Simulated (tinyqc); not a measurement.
Surface potential of a MOS transistor: implicit equation and explicit approximations: effect of the channel-body voltage at fixed gate voltage.

p-type body, charge-sheet picture, depletion and inversion only, full ionisation (an idealisation for deep acceptors), Boltzmann statistics (rough once Na exp(x - xn) passes about Nc/7). In units of Vt: xg = (Vg - Vfb)/Vt, x = psi/Vt, G = gamma/sqrt(Vt), xn = (2 phiF + Vc)/Vt. The implicit equation is (xg - x)^2 = G^2 [x - 1 + exp(x - xn)] for x above about 3. Cox = eps0 eox/tox.

ni = sqrt(Nc Nv) exp(-Eg/(2 Vt)), Eg in volts; phiF = Vt ln(Na/ni); gamma = sqrt(2 q eps0 eps_r Na)/Cox; VT = Vfb + Vt (xn + G sqrt(xn - 1)). Depletion value a = 1 + [sqrt(G^2/4 + xg - 1) - G/2]^2; inversion value b = xn + ln[(xg - xn)^2/G^2 - xn + 1] and first guess y = min(a, b) - ln(1 + exp(-|a - b|)) if a > xn + 1, else b = y = a; one second-order correction with D = exp(y - xn), p = 2 (xg - y) + G^2 (1 + D), w = (xg - y)^2 - G^2 (y - 1 + D): z = y + 2 w/(p + sqrt(p^2 - 2 (2 - G^2 D) w)), or the Newton step z = y + w/p where the root is not real. N_inv = (Cox Vt G/q) [sqrt(x - 1 + exp(x - xn)) - sqrt(x - 1)] at the root. Lambert form (Cox m Vt/q) W0[(G/(2 m sqrt(xn - 1))) exp((Vg - VT)/(m Vt))], m = 1 + G/(2 sqrt(xn - 1)). Errors under 1e-4 mV, and the linear form below VT, are printed as 0.

Inputs (values chosen for the exercise); band and dielectric values close to those of germanium: temperature T = 350 K; band gap Eg = 0.672 eV; relative permittivity eps_r = 15.9; conduction-band density of states at T Nc = 1.3e19 cm^-3; valence-band density of states at T Nv = 7.67e18 cm^-3; relative permittivity of the gate insulator (close to silicon nitride) eox = 7.71; insulator thickness tox = 32 nm; acceptor density Na = 6.7e16 cm^-3; flat-band voltage Vfb = -0.93 V; gate-body voltage Vg = 0.37 V.

Constants: q = 1.602176634e-19 C, kB = 1.380649e-23 J/K, Vt = kB T/q, eps0 = 8.8541878128e-14 F/cm where lengths are in cm. Results are converted to the units shown.

Result of one run:
```
Vc (V),psi (V),x - xn,error of y (mV),error of z (mV),N_inv (cm^-2),Cox (Vg - VT)/q (cm^-2),Lambert form (cm^-2)
0.8,0.65554,-17.062,0,0,805.10,0,295.48
```

What becomes of these results when the channel-body voltage Vc is changed from 0.8 to 0.2 V, all else the same?

Result of the changed run:
```
Vc (V),psi (V),x - xn,error of y (mV),error of z (mV),N_inv (cm^-2),Cox (Vg - VT)/q (cm^-2),Lambert form (cm^-2)
0.2,0.61340,1.4344,9.48,-0.119,8.5515e10,1.7444e11,8.8385e10
```

The whole series:
```
Vc (V),psi (V),x - xn,error of y (mV),error of z (mV),N_inv (cm^-2),Cox (Vg - VT)/q (cm^-2),Lambert form (cm^-2)
0,0.46165,3.0341,12.8,-0.518,4.0349e11,6.0541e11,4.2070e11
0.2,0.61340,1.4344,9.48,-0.119,8.5515e10,1.7444e11,8.8385e10
0.4,0.65531,-3.8073,0.228,0,4.5949e8,0,4.0161e8
0.6,0.65554,-10.431,3.03e-4,0,6.1054e5,0,3.6403e5
0.8,0.65554,-17.062,0,0,805.10,0,295.48
1,0.65554,-23.693,0,0,1.0616,0,0.22709
```

As Vc goes from 0 to 1, psi rises from 0.462 to 0.656 V, x - xn falls from 3.03 to -23.7 and N_inv falls from 4.03e11 to 1.06 cm^-2. The Lambert form lies between 0.214 and 1.04 times N_inv. psi follows Vc only while the surface is inverted; once x falls below xn it settles at the depletion value.

Computed by the program tinyqc: `OMP_NUM_THREADS=1 python tinyqc.py 2122088 2122089 out.jsonl`, one thread of a shared Intel Xeon 2.30GHz, about 0.01 s for the whole run.
